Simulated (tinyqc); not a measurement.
# Worked calculation: thermoelectric coefficients of a parabolic band, Landauer integrals

Computed by the program tinyqc: `OMP_NUM_THREADS=1 python tinyqc.py 2800033 2800034 out.jsonl`, one thread of a shared Intel Xeon 2.30GHz, about 0.02 s for the whole run. Printed values are rounded.

Bulk parabolic band, x = (E - Ec)/kB T, C = hbar^2/(2 m0), kB T in eV. Modes per area gv m kB T x/(4 pi C) times the back-scattering length l0 x^rr give the transport function s0 X(x), s0 = (2 q^2/h) gv m kB T l0/(4 pi C), X = x^(1 + rr). I_k = int X (x - eta)^k w dx, w = 1/(4 cosh^2((x - eta)/2)).

Parameters, values chosen for the exercise: temperature T = 200 K; mass of one valley m = 0.72 m0; valleys gv = 6; back-scattering length at x = 1 l0 = 21 nm; energy exponent of that length rr = 0.5; lattice thermal conductivity kL = 2.1 W/(m K); reduced Fermi level (EF - Ec)/kB T eta = -3; lower end of the grid xa = 0; upper end of the grid xe = 12; points of the grid nE = 15.

Constants: q = 1.602176634e-19 C, kB = 1.380649e-23 J/K, hbar = 1.054571817e-34 J s, h = 6.62607015e-34 J s, m0 = 9.1093837015e-31 kg, Vt = kB T/q, hbar^2/(2 m0) = 0.0380998212 eV nm^2. Results are converted to the units shown.

Range of the model: Parabolic bands, elastic scattering and a fixed kL make these model figures, not those of a material.

## The three integrals on a coarse grid

Simpson's rule on nE equally spaced points from xa to xe.

```
point         x          X            w          X w
0       0.00000          0   0.04517666            0
1       0.85714  0.7935601   0.02026299   0.01607990
2       1.71429   2.244527  0.008807617   0.01976893
3       2.57143   4.123459  0.003776249   0.01557121
4       3.42857   6.348481  0.001609554   0.01021822
5       4.28571   8.872271  6.843204e-4  0.006071476
6       5.14286   11.66290  2.906361e-4  0.003389661
7       6.00000   14.69694  1.233793e-4  0.001813299
8       6.85714   17.95621  5.236628e-5  9.403003e-4
9       7.71429   21.42612  2.222417e-5  4.761778e-4
10      8.57143   25.09457  9.431575e-6  2.366814e-4
11      9.42857   28.95135  4.002548e-6  1.158792e-4
12     10.28571   32.98767  1.698580e-6  5.603222e-5
13     11.14286   37.19588  7.208328e-7  2.681201e-5
14     12.00000   41.56922  3.059021e-7  1.271611e-5
```

I_0, I_1, I_2 on this grid: 0.06567182  0.3610506  2.148621

Converged values are 0.065050, 0.35918 and 2.1462; the grid is 0.96 % above the first and 0.11 % above the last.

## Coefficients of the electrons

converged I_0, I_1, I_2: 0.06504955  0.3591780  2.146213

sigma = s0 I_0, S = -(kB/q) I_1/I_0, Lorenz number L = (kB/q)^2 [I_2/I_0 - (I_1/I_0)^2], kappa_e = L sigma T.

s0 = 2530.276 S/cm
sigma = 164.5933 S/cm
S = -475.8152 uV/K
L = 1.860457 x 1e-8 V^2/K^2
kappa_e = 0.06124377 W/(m K)

L is 24 % below the Sommerfeld value (pi^2/3)(kB/q)^2 = 2.443e-8 V^2/K^2. The non-degenerate form -(kB/q)(2 + rr - eta) gives -474 uV/K, 0.39 % below S in size.

## Power factor and figure of merit

Power factor S^2 sigma, ZT = S^2 sigma T/(kappa_e + kL).

power factor = 3.726394 mW/(m K^2)
ZT = 0.3448379
electronic share of kappa = 2.833728 %
